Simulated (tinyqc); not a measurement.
Voltage acceleration of oxide breakdown, four models on the same data: one step of the calculation.

Field E = V/tox in MV/cm. Models: ln(t63/1 s) = a - c X with X = E (E model), -1/E (1/E model), ln V (power law, c the exponent n) or sqrt(E).

Task. Fitting the models. The three stress times were made with the E model, c = 3.48, and are treated as data. For each model fit ln t63 on X by least squares over the three points.

Inputs (values chosen for the exercise): oxide thickness tox = 6.7 nm.

```
stress  V (V)  t63 (s)
0        5.49  3.213e5
1        6.67      700
2        7.48    10.42
```

Wanted: c; a; largest misfit in ln t63 (0: below 0.002).

Result.

```
model       c       a  largest misfit in ln t63 (0: below 0.002)
E       3.480   41.20                                     0.0000
1/E     313.5  -25.42                                     0.4789
power   33.21   69.33                                     0.2460
sqrt E  21.53   74.36                                     0.1244
```

The worst misfit of any model is 0.48 in ln t63, a factor of 1.61 in time, comparable to the scatter of t63 from small samples, so such data hardly tell the models apart.

Range of the model: All four laws are empirical fits; none is established far below the stress range.

Program tinyqc, `OMP_NUM_THREADS=1 python tinyqc.py 2070046 2070047 out.jsonl`; Intel Xeon 2.30GHz, shared host, one thread, about 0.01 s.
